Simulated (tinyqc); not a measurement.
Ion-assisted plasma etching: sheath, surface coverage, synergy and aspect-ratio dependence: one step, computed by the program tinyqc.

Radicals adsorb on bare sites; ions remove covered sites with a high yield and bare sites by sputtering; a slow spontaneous reaction acts everywhere, walls included.

Question. Fluxes. Bohm speed u_B = sqrt(e T_e/M_i); ion flux G_i = 0.61 n_e u_B; radical flux G_n = n c/4 with c = sqrt(8 k_B T_g/(pi M_n)).

Inputs (values chosen for the exercise, close to those used for silicon in a halogen plasma): plasma density n_e = 6.8e+09 1/cm^3; electron temperature T_e = 4.9 eV; ion mass M_i = 35.5 u; radical density n = 2.4e+13 1/cm^3; radical mass M_n = 35.5 u; gas temperature T_g = 400 K.

Feature: round hole.

Constants: e = 1.602176634e-19 C; u = 1.6605390666e-27 kg; k_B = 1.380649e-23 J/K.

Give: Bohm speed; ion flux G_i; radical speed c; radical flux G_n; flux ratio G_n/G_i.

Answer.

Bohm speed = 3.649e+05 cm/s

ion flux G_i = 1.514e+15 1/(cm^2 s)

radical speed c = 48843 cm/s

radical flux G_n = 2.931e+17 1/(cm^2 s)

flux ratio G_n/G_i = 193.6
